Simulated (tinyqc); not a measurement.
From results back to parameters: electrons shared among three sets of ellipsoidal valleys. Two cases, with inputs chosen for the exercise.

Problem. An ellipsoidal valley with ml > mt has m_d = (ml mt^2)^(1/3) and 1/m_c = (1/ml + 2/mt)/3.
Find: K = ml/mt; ml; mt.

Method. m_d/m_c = K^(1/3) (2 + 1/K)/3 rises steadily for K > 1, so it fixes K; then mt = m_d/K^(1/3) and ml = K mt.

Case 1.

m_d = 0.216259 m0
m_c = 0.108543 m0

Solution.

K = ml/mt = 25.16
ml = 1.857 m0
mt = 0.0738 m0

Case 2.

m_d = 0.305190 m0
m_c = 0.213332 m0

Solution.

K = ml/mt = 8.29
ml = 1.250 m0
mt = 0.1508 m0

Computed by tinyqc, one run a case: `OMP_NUM_THREADS=1 python tinyqc.py N N+1 out.jsonl` with N = 1652105, 1652112; one thread of a shared Intel(R) Xeon(R) Processor @ 2.30GHz, about 0.01 s a run at most.
